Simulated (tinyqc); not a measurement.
RHF in the sto-3g basis, for Li+, spin multiplicity 1, step by step. One step of it, computed by the program tinyqc.

Task: Iteration 2: building the Fock matrix. J_ij = sum D_kl (ij|kl), K_ij = sum D_kl (ik|jl); F = H + J - 0.5 K; E = tr D H + tr D J / 2 - 0.25 tr D K + E_nn.

D after iteration 1, order 1Li 1s, 1Li 2s, 1Li 2px, 1Li 2py, 1Li 2pz:
$$\begin{pmatrix}
1.969807 & 0.058947 & 0.000000 & 0.000000 & 0.000000 \\
0.058947 & 0.001764 & 0.000000 & 0.000000 & 0.000000 \\
0.000000 & 0.000000 & 0.000000 & 0.000000 & 0.000000 \\
0.000000 & 0.000000 & 0.000000 & 0.000000 & 0.000000 \\
0.000000 & 0.000000 & 0.000000 & 0.000000 & 0.000000
\end{pmatrix}$$

core Hamiltonian H = T + V (hartree), order 1Li 1s, 1Li 2s, 1Li 2px, 1Li 2py, 1Li 2pz:
$$\begin{pmatrix}
-4.406095 & -0.984581 & 0.000000 & 0.000000 & 0.000000 \\
-0.984581 & -1.104759 & 0.000000 & 0.000000 & 0.000000 \\
0.000000 & 0.000000 & -0.877579 & 0.000000 & 0.000000 \\
0.000000 & 0.000000 & 0.000000 & -0.877579 & 0.000000 \\
0.000000 & 0.000000 & 0.000000 & 0.000000 & -0.877579
\end{pmatrix}$$

Two-electron integrals (ij|kl) in chemists' order, unique and non-zero (hartree):
```
(11|11) 1.680395   (21|11) 0.265420   (21|21) 0.049941   (22|11) 0.397727
(22|21) 0.092860   (22|22) 0.290562   (31|31) 0.008981   (32|31) 0.013788
(32|32) 0.064184   (33|11) 0.396640   (33|21) 0.092880   (33|22) 0.290497
(33|33) 0.312946   (41|41) 0.008981   (42|41) 0.013788   (42|42) 0.064184
(43|43) 0.016869   (44|11) 0.396640   (44|21) 0.092880   (44|22) 0.290497
(44|33) 0.279207   (44|44) 0.312946   (51|51) 0.008981   (52|51) 0.013788
(52|52) 0.064184   (53|53) 0.016869   (54|54) 0.016869   (55|11) 0.396640
(55|21) 0.092880   (55|22) 0.290497   (55|33) 0.279207   (55|44) 0.279207
(55|55) 0.312946
```

nuclear repulsion = 0 hartree

Give: Coulomb J; exchange K; Fock matrix F; total energy of this density.

Result:

Coulomb J (hartree), order 1Li 1s, 1Li 2s, 1Li 2px, 1Li 2py, 1Li 2pz:
$$\begin{pmatrix}
3.3420 & 0.5289 & 0.0000 & 0.0000 & 0.0000 \\
0.5289 & 0.7949 & 0.0000 & 0.0000 & 0.0000 \\
0.0000 & 0.0000 & 0.7928 & 0.0000 & 0.0000 \\
0.0000 & 0.0000 & 0.0000 & 0.7928 & 0.0000 \\
0.0000 & 0.0000 & 0.0000 & 0.0000 & 0.7928
\end{pmatrix}$$

exchange K (hartree), order 1Li 1s, 1Li 2s, 1Li 2px, 1Li 2py, 1Li 2pz:
$$\begin{pmatrix}
3.3414 & 0.5494 & 0.0000 & 0.0000 & 0.0000 \\
0.5494 & 0.1098 & 0.0000 & 0.0000 & 0.0000 \\
0.0000 & 0.0000 & 0.0194 & 0.0000 & 0.0000 \\
0.0000 & 0.0000 & 0.0000 & 0.0194 & 0.0000 \\
0.0000 & 0.0000 & 0.0000 & 0.0000 & 0.0194
\end{pmatrix}$$

Fock matrix F (hartree), order 1Li 1s, 1Li 2s, 1Li 2px, 1Li 2py, 1Li 2pz:
$$\begin{pmatrix}
-2.7348 & -0.7304 & 0.0000 & 0.0000 & 0.0000 \\
-0.7304 & -0.3648 & 0.0000 & 0.0000 & 0.0000 \\
0.0000 & 0.0000 & -0.0945 & 0.0000 & 0.0000 \\
0.0000 & 0.0000 & 0.0000 & -0.0945 & 0.0000 \\
0.0000 & 0.0000 & 0.0000 & 0.0000 & -0.0945
\end{pmatrix}$$

total energy of this density = -7.135447 hartree

This density is a damped mixture and is not idempotent.
